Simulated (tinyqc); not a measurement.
## Mobility from the current

Question. A Schottky diode carries J = q Nc [vR vD/(vR + vD)] exp(-phi/Vt) [exp(V/Vt) - 1]. A* = 4 pi q me m0 kB^2/h^3 (times 1e-4 for A/(cm^2 K^2)); Nc = 2 (2 pi me m0 kB T/h^2)^1.5 (times 1e-6 for cm^-3); vR = A* T^2/(q Nc). Find vR, vD and mun.

Values chosen for this exercise; band and dielectric values close to those of gallium arsenide: temperature T = 400 K; electron mass me = 0.068 m0; barrier height seen from the metal phi = 0.81 eV; bias V = 0.19 V.

Constants: q = 1.602176634e-19 C, kB = 1.380649e-23 J/K, h = 6.62607015e-34 J s, m0 = 9.1093837015e-31 kg, Vt = kB T/q. Results are converted to the units shown.

J = 0.018635178 A/cm^2
vD/mun = 19046.524 V/cm

Solution. J gives the effective velocity v, and 1/vD = 1/v - 1/vR.

vR = 1.19e7 cm/s
vD = 1.52e8 cm/s
mun = 8.00e3 cm^2/(V s)

Numbers from tinyqc (`OMP_NUM_THREADS=1 python tinyqc.py 2640030 2640031 out.jsonl`; about 0.01 s on one thread of a shared Intel Xeon 2.30GHz).
